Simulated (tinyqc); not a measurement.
# Worked calculation: bulk transistor, scale length and short-channel effects

tinyqc, about 0.01 s, one thread, Intel Xeon 2.30GHz (shared host): `OMP_NUM_THREADS=1 python tinyqc.py 2420020 2420021 out.jsonl` Printed values are rounded.

A gate, an insulator of thickness ti and a depleted layer of depth ts on a conducting body. Below threshold the potential that source and drain add obeys Laplace's equation and vanishes on the gate and at the bottom of the depleted layer. Its lowest mode decays along the channel as exp(-k y); k is the smallest positive root of the matching condition at the interface, and the scale length is Lambda = pi/k.

Values chosen for this exercise; permittivities: semiconductor close to that of silicon, insulator close to that of zirconium oxide:
- T = 400 K (temperature)
- eps_r = 11.9 (relative permittivity of the semiconductor)
- ei = 24.6 (relative permittivity of the insulator)
- ti = 4.4 nm (insulator thickness)
- ts = 8 nm (depletion depth)
- L = 16 nm (channel length)
- Vbi = 0.85 V (potential of the source)
- sT = 0.73 V (potential of the barrier top at threshold)
- VTL = 0.37 V (long-channel threshold)
- m = 1.27 (long-channel body factor)
- Vds = 0.6 V (drain voltage)

Constants: q = 1.602176634e-19 C, kB = 1.380649e-23 J/K, Vt = kB T/q. Results are converted to the units shown.

Range of the model: L is under 1.6 Lambda, where higher modes, left out of the one-mode potential, begin to count.

## Scan of the matching condition

```
point,k (1/nm)
0,0.05375
1,0.1075
2,0.16125
3,0.215
4,0.26875
5,0.3225
6,0.37625
7,0.43
```

f(k) = eps_r sin(k ti) cos(k ts) + ei cos(k ti) sin(k ts).

```
point,f(k)
0,12.50393
1,20.13300
2,20.08108
3,12.79470
4,1.76610
5,-7.97548
6,-12.02790
7,-8.50906
```

The first change of sign lies between k = 0.26875 and 0.3225 1/nm.

## Iteration 1: decay constant by Newton steps

k at the start = 0.2687500 1/nm

f(k) = eps_r sin(k ti) cos(k ts) + ei cos(k ti) sin(k ts); f' by a central difference with +/- 1e-5 1/nm; k(new) = k - f/f'.

f = 1.766099
f' = -209.2188 nm
k after iteration 1 = 0.2771914 1/nm

## Iteration 2: decay constant by Newton steps

As before.

f = 0.01994545
f' = -204.0942 nm
k after iteration 2 = 0.2772891 1/nm

## Course of the iteration: decay constant by Newton steps

Stop when k changes by less than 1e-10 1/nm, or after 30 iterations.

Course of the iteration:
```
iteration,k (1/nm),|change| (1/nm)
1,0.2771914,8.44e-3
2,0.2772891,9.77e-5
3,0.2772891,1.75e-8
4,0.2772891,< 1e-15
```

Converged in 4 iterations. The change falls from 0.0084 in the first iteration to below the tolerance in the last.

## Scale length against simple estimates

k = 0.2772891 1/nm

Lambda = pi/k and l = 1/k. A parabolic potential across the structure gives l(parabolic) = sqrt((eps_r/ei) ts ti).

Lambda = 11.32966 nm
l = 3.606344 nm
l(parabolic) = 4.126456 nm

The parabolic estimate is 14 % above l.

## Threshold shift, barrier position and swing

Along the channel psi(y) = s + a exp(y/l) + b exp(-y/l) with psi(0) = Vbi, psi(L) = Vbi + Vds and l = 1/k = Lambda/pi; with A = Vbi - s, B = A + Vds, x = exp(-L/l): a = (B - A x) x/(1 - x^2), b = (A - B x)/(1 - x^2). The minimum is s + 2 sqrt(a b), at y = (l/2) ln(b/a). The long-channel potential follows the gate as s = sT + (Vg - VTL)/m, and the threshold VT is the gate voltage at which the minimum equals sT. Swing = m Vt ln 10/g at threshold, g = d(minimum)/ds = 1 - (b x + a)/((1 + x) sqrt(a b)).

s at threshold = 0.6433635 V
a = 0.009519576 V
b = 0.1971169 V
position of the minimum = 5.464416 nm
VT = 0.2599717 V
swing = 138.1584 mV/decade

The threshold lies 110 mV below the long-channel value, and the barrier top sits at 0.34 L from the source.
